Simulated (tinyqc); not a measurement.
X-ray photoelectron analysis of a thin oxide on a semiconductor: attenuation lengths, thickness, angle series and band offsets: one step, computed by the program tinyqc.

The same element is seen in the oxide and in the substrate, at nearly the same kinetic energy; films are flat and uniform, and the work function is ignored.

Task: Band offsets by core levels. Valence band offset = (E_core - E_v)(substrate) - (E_core - E_v)(oxide) + (core level separation at the interface, oxide less substrate). The separation is made here from the given offset; a uniform field F that raises the binding energy towards the surface shifts the oxide peak by e F <z>, <z> = d/(1 - exp(-x)) - d/x, x = d/(L_o cos theta), being the mean distance from the interface. Conduction band offset = oxide gap - substrate gap - valence band offset.

Inputs (values chosen for the exercise, modelled on SiO2 on silicon):
```
quantity                                       value   unit
oxide gap                                        8.9     eV
substrate gap                                   1.12     eV
oxide thickness d                                2.7     nm
valence band offset used to make the data       4.56     eV
core level less valence band top, substrate    98.86     eV
core level less valence band top, thick oxide  98.55     eV
field in the oxide                              0.28  MV/cm
```

d/(L_o cos theta) = 1.632470

Give: separation without field; <z>; separation with field; apparent valence band offset; true conduction band offset; apparent conduction band offset.

Result:

separation without field = 4.25 eV

<z> = 1.702 nm

separation with field = 4.298 eV

apparent valence band offset = 4.608 eV

true conduction band offset = 3.22 eV

apparent conduction band offset = 3.172 eV

The field biases both offsets by 0.048 eV, in opposite directions.
